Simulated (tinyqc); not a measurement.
Decay of LO phonons and the hot-phonon bottleneck in the cooling of electrons: one step, computed by the program tinyqc.

n(E, T) = 1/(exp(E/(k_B T)) - 1) is the Bose occupation. Electrons have a temperature T_e; the LO modes within their reach share one occupation N; the decay products stay at the lattice temperature.

Question. Lifetime and Raman width. Decay rate 1/tau = (1/tau_0) [1 + n(f hbar omega) + n((1 - f) hbar omega)]. Full width Gamma = 1/(2 pi c tau) in 1/cm, c in cm/s.

Inputs (values chosen for the exercise, modelled on silicon carbide): LO energy hbar omega = 121 meV; lifetime at T = 0, tau_0 = 3.5 ps; share f of the energy in the softer product = 0.4; lattice temperature T = 250 K.

Decay channel: two unequal phonons (Ridley).

Constants: k_B = 8.617333262e-05 eV/K; c = 299792458 m/s.

Give: thermal factor tau_0/tau; phonon lifetime tau; Raman width Gamma; equilibrium LO occupation N_0.

Answer.

thermal factor tau_0/tau = 1.154

phonon lifetime tau = 3.033 ps

Raman width Gamma = 1.750 1/cm

equilibrium LO occupation N_0 = 0.003650

Stimulated decay shortens the lifetime by 13 %.
